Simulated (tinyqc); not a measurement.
Inside a calculation. Method: Pariser-Parr-Pople SCF with singles CI, for the molecule Oc1cc(F)c[cH-]1 (SMILES; centres numbered as the heavy atoms are written). One step of it, computed by the program tinyqc.

Question. Iteration 2: Fock matrix. F_rr = H_rr + P_rr gamma_rr / 2 + sum_(s != r) P_ss gamma_rs; F_rs = H_rs - P_rs gamma_rs / 2; E = tr P (H + F) / 2 + core repulsion sum_(r<s) z_r z_s gamma_rs.

P after iteration 1, lower triangle:
```
           1O         2C         3C         4C         5F        6C        7C
1O   1.932249
2C   0.241492   1.139061
3C  -0.169220   0.609691   1.315945
4C   0.061343  -0.230031   0.609388   1.148378
5F  -0.012289   0.046245  -0.128583   0.181956   1.961113
6C   0.070478  -0.240675  -0.246396   0.673379  -0.145408  1.244028
7C  -0.187288   0.661547  -0.226324  -0.251806   0.056452  0.585035  1.259226
```

core matrix H (eV), lower triangle:
```
            1O          2C          3C          4C          5F          6C          7C
1O  -65.307986
2C   -2.170000  -61.744324
3C    0.000000   -2.390000  -58.718190
4C    0.000000    0.000000   -2.390000  -62.078784
5F    0.000000    0.000000    0.000000   -2.070000  -73.048066
6C    0.000000    0.000000    0.000000   -2.390000    0.000000  -55.636327
7C    0.000000   -2.390000    0.000000    0.000000    0.000000   -2.390000  -55.577103
```

repulsion gamma_rs (eV), lower triangle:
```
           1O         2C         3C         4C         5F         6C         7C
1O  18.750000
2C   8.468712  11.080000
3C   5.383098   7.537123  11.080000
4C   3.840522   5.512400   7.537123  11.080000
5F   2.890791   3.857243   5.429438   8.652663  20.910000
6C   3.840973   5.513736   5.514437   7.539155   5.429439  11.080000
7C   5.383099   7.539155   5.514437   5.513736   3.857701   7.538174  11.080000
```

Centres (angstrom, eV; a flat drawing with bonds scaled to 1.40 angstrom):
```
centre          x          y  core charge z          W   gamma_rr
1O      -2.464000  -0.572000              2  32.610000  18.750000
2C      -1.133000  -0.139000              1  10.990000  11.080000
3C       0.000000  -0.962000              1  10.990000  11.080000
4C       1.133000  -0.139000              1  10.990000  11.080000
5F       2.464000  -0.572000              2  40.040000  20.910000
6C       0.700000   1.192000              1  10.990000  11.080000
7C      -0.700000   1.192000              1  10.990000  11.080000
```

Give: F; pi energy.

Answer.

F (eV), lower triangle:
```
        1O      2C      3C      4C       5F      6C     7C
1O  -8.827
2C  -3.193   1.096
3C   0.455  -4.688   0.666
4C  -0.118   0.634  -4.687   1.192
5F   0.018  -0.089   0.349  -2.857  -13.872
6C  -0.135   0.664   0.679  -4.928    0.395   1.012
7C   0.504  -4.884   0.624   0.694   -0.109  -4.595  0.920
```

pi energy = -173.568 eV
